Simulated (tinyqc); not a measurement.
Thermal boundary conductance by the acoustic and diffuse mismatch models. Changing the density rho_2. Computed by tinyqc, a small Python program. Command: `OMP_NUM_THREADS=1 python tinyqc.py 3003130 3003131 out.jsonl kapitza sweep`. One thread of a shared host (Intel(R) Xeon(R) Processor @ 2.30GHz), about 0.01 s of CPU time with the checks.

Each side has one longitudinal and two transverse Debye branches, omega = v q up to q_D = (6 pi^2 n)^(1/3), with n counting all atoms. Scattering at the interface is elastic. Electrons are left out of G, also for metals. Melting is ignored. G refers to the temperatures of the phonons sent towards the interface. Linear branches over all atoms overstate G at high T, most for crystals with several atoms a cell.

Inputs (values chosen for the exercise, for two model solids):
```
quantity                    value     unit
density rho_1                4.03   g/cm^3
longitudinal velocity vL_1   3340      m/s
transverse velocity vT_1     2000      m/s
atom density n_1             90.6   1/nm^3
longitudinal velocity vL_2  10600      m/s
transverse velocity vT_2     5710      m/s
atom density n_2             61.3   1/nm^3
conductivity kappa_2          467  W/(m K)
temperature T                 150        K
```

Structure: superlattice.

Constants: hbar = 1.054571817e-34 J s; k_B = 1.380649e-23 J/K.

Method:
- omega_c = v q_D for each branch, given as hbar omega_c/k_B; impedance Z = rho v.
- No mode conversion. t(theta) = 4 Z_1 Z_2 cos(theta_1) cos(theta_2)/N^2, with N = Z_2 cos(theta_1) + Z_1 cos(theta_2) for L (the form for pressure waves) and N = Z_1 cos(theta_1) + Z_2 cos(theta_2) for both T branches (the form for shear waves polarised along the interface); sin(theta_2) = (v_2/v_1) sin(theta_1), and t = 0 beyond the critical angle arcsin(v_1/v_2); the mean over the incoming flux is alpha = 2 int t sin(theta_1) cos(theta_1) d theta_1 (64 Gauss-Legendre points).
- G = (k_B^4 T^3/(8 pi^2 hbar^3)) int W(x) x^4 e^x/(e^x - 1)^2 dx, x = hbar omega/(k_B T). Acoustic mismatch: W = sum over the three branches of alpha(1 to 2)/v_1^2, each up to the lower of its two cut-offs. Diffuse mismatch: W = S_1 S_2/(S_1 + S_2), where S_i sums 1/v^2 over the branches of side i still below their cut-off. Radiation limit: W = min(S_1, S_2). The integral is split at the four cut-offs (64 Gauss-Legendre points a piece, x at most 45).
- Boundary resistance R = 1/G and Kapitza length kappa_2/G use the diffuse value.

One run for each value; columns: (1) density rho_2 (g/cm^3); (2) G, acoustic mismatch (MW/(m^2 K)); (3) G, diffuse mismatch (MW/(m^2 K)); (4) G, radiation limit (MW/(m^2 K)):
```
(1)     (2)    (3)    (4)
0.5   142.1  356.0  545.5
0.8   167.2  356.0  545.5
1.3   181.7  356.0  545.5
2.1   180.1  356.0  545.5
3.3   164.4  356.0  545.5
5.3   137.9  356.0  545.5
8.5   107.9  356.0  545.5
14.0   78.3  356.0  545.5
22.0   56.0  356.0  545.5
```

Over the rows, G, acoustic mismatch (MW/(m^2 K)) goes from 142 through a maximum among these rows, 182 at 1.30, to 56.0; G, diffuse mismatch (MW/(m^2 K)) does not change; G, radiation limit (MW/(m^2 K)) does not change. The exponent of G, diffuse mismatch stays at 0: the diffuse model does not use the densities. The longitudinal impedances match at rho_2 = 1.27 and the transverse ones at 1.41 g/cm^3; the acoustic model is largest among these rows at 1.30, while the other two do not use the densities.

Caution (all rows): kappa_2 is of room-temperature size, so the Kapitza length is only nominal at this T. Caution (all rows): at this temperature short waves carry the heat; linear branches up to q_D overstate their velocity, and inelastic processes, left out here, grow with T.

Extremes, crossings and ranges named in words are read from the listed rows.
